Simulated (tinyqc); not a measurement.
# Random telegraph noise from one oxide trap in a small MOSFET: time constants and noise against gate voltage

An acceptor-like trap exchanges electrons with the channel. Inversion charge Q = Cox u, u = n Vt W0(exp((Vg - VT)/(n Vt))), W0 the Lambert function, n = nf, Cox = eps0 eox/tox; linear regime Id = (W/L) mu Q Vd. Relative to threshold the surface potential rises by Vt ln(u/u0) and the oxide voltage by the rest of Vg - VT, with u0 = n Vt W0(1).

N = Cox u/q; dpsi = Vt ln(u/u0); E = E0 - dpsi - (xt/tox)(Vg - VT - dpsi); capture time tc = 1/[(N/zi) vth s0 exp(-xt/lt - EB/Vt)]; emission time te = tc exp(-E/Vt); occupancy te/(tc + te). A = W L; threshold step dV = q (1 - xt/tox)/(Cox A); gm/Id = 1/(u + n Vt); relative step dI/I = (gm/Id) dV + asc mu/A. fc = (1/tc + 1/te)/(2 pi); rms = (dI/I) sqrt(tc te)/(tc + te).

Values chosen for this exercise; values of the order met in silicon transistors: temperature T = 250 K; relative permittivity of the gate insulator (close to silicon dioxide) eox = 3.9; insulator thickness tox = 1.4 nm; depth of the trap from the channel interface xt = 0.17 nm; trap level above the channel Fermi level at threshold E0 = -0.04 eV; capture prefactor s0 = 7e-17 cm^2; capture barrier (lattice relaxation) EB = 0.36 eV; tunnelling decay length lt = 0.13 nm; thermal velocity vth = 1.1e7 cm/s; thickness of the inversion layer zi = 2.1 nm; threshold voltage VT = 0.22 V; body factor nf = 1.1; gate width W = 28 nm; gate length L = 21 nm; mobility mu = 190 cm^2/(V s); scattering coefficient of the charged trap asc = 1e-15 V s; drain voltage Vd = 0.05 V.

Constants: q = 1.602176634e-19 C, kB = 1.380649e-23 J/K, Vt = kB T/q, eps0 = 8.8541878128e-14 F/cm where lengths are in cm. Results are converted to the units shown.

Time constants and noise against gate voltage:
```
Vg (V)     E (eV)    tc (s)  te (s)  occupancy  dI/I (%)  fc (Hz)  rms dI/I (%)
-0.07      0.2161   1.032e4  0.4540   4.401e-5     44.19   0.3506        0.2931
-0.01      0.1609     820.3  0.4682   5.705e-4     44.18   0.3401         1.055
0.05       0.1057     65.27  0.4829   0.007344     44.16   0.3320         3.770
0.11      0.05066     5.235  0.4985    0.08694     43.80   0.3497         12.34
0.17    -0.002670    0.4596  0.5203     0.5309     40.17   0.6522         20.05
0.23     -0.04607   0.06821  0.5787     0.8946     26.87    2.608         8.251
0.29     -0.07395   0.02297  0.7111     0.9687     16.13    7.153         2.807
0.35     -0.09313   0.01225  0.9240     0.9869     11.29    13.16         1.283
0.41      -0.1083  0.008070   1.232     0.9935     8.924    19.85        0.7176
```

Read the table: what changes, and by how much?

tc falls from 10300 to 0.00807 s as the channel fills and te rises from 0.454 to 1.23 s; they are equal at Vg = 0.167 V, where E = 0. The rms noise goes from 0.293 through a maximum of 20.0 (at Vg = 0.17 V among the rows listed) to 0.718 %. The slope -Vt d ln(tc/te)/dVg is 0.920 between the first two rows and 0.253 between the last two; it tends to xt/tox = 0.121 only when the surface potential stops moving. For Vg = -0.07, -0.01, 0.05, 0.11, 0.17, 0.23, 0.29 the step exceeds 15 %, where a linear one-charge estimate is rough.

Range of the model: VT is taken as given; short-channel effects and the uneven flow of current among few electrons are left out.

Computed by the program tinyqc: `OMP_NUM_THREADS=1 python tinyqc.py 2710086 2710087 out.jsonl`, one thread of a shared Intel Xeon 2.30GHz, about 0.01 s for the whole run.
